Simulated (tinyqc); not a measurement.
From results back to parameters: Koster-Slater impurity in an sp3s* host.

Problem. In the Koster-Slater model a defect shifts the s level of its site by Vs and the p levels by Vp; an A1 level solves 1/Vs = G_s(E) and a T2 level 1/Vp = G_p(E), E from the top of the valence band. A defect has an A1 level at E = 0.2900 eV, one of the energies of the table, and a T2 level at 2.0300 eV.

G(E) of the host (1/eV):
```
E (eV),G_s,G_p
0.0000,-0.0035324,0.0894838
0.2900,-0.0085205,0.0449349
0.5800,-0.0136655,0.0173641
0.8700,-0.0190874,-0.0055301
1.1600,-0.0249127,-0.0274867
1.4500,-0.0312995,-0.0515034
1.7400,-0.0384778,-0.0825338
2.0300,-0.0468749,-0.1359833
2.3200,-0.0582991,-0.3781204
```

Find: Vs, Vp.

Solution. Read G_s and G_p at the two energies and invert them. Vs is attractive and pulls its level down from the conduction bands. Vp is attractive and pulls its level down from the conduction bands.

Vs, Vp (eV): -117.4  -7.4

Computed by tinyqc, a small Python program: `OMP_NUM_THREADS=1 python tinyqc.py 1482495 1482496 out.jsonl` (the numbers bound the seed that draws the inputs); one thread of a shared host (Intel(R) Xeon(R) Processor @ 2.30GHz), about 0.02 s for the whole set of steps.
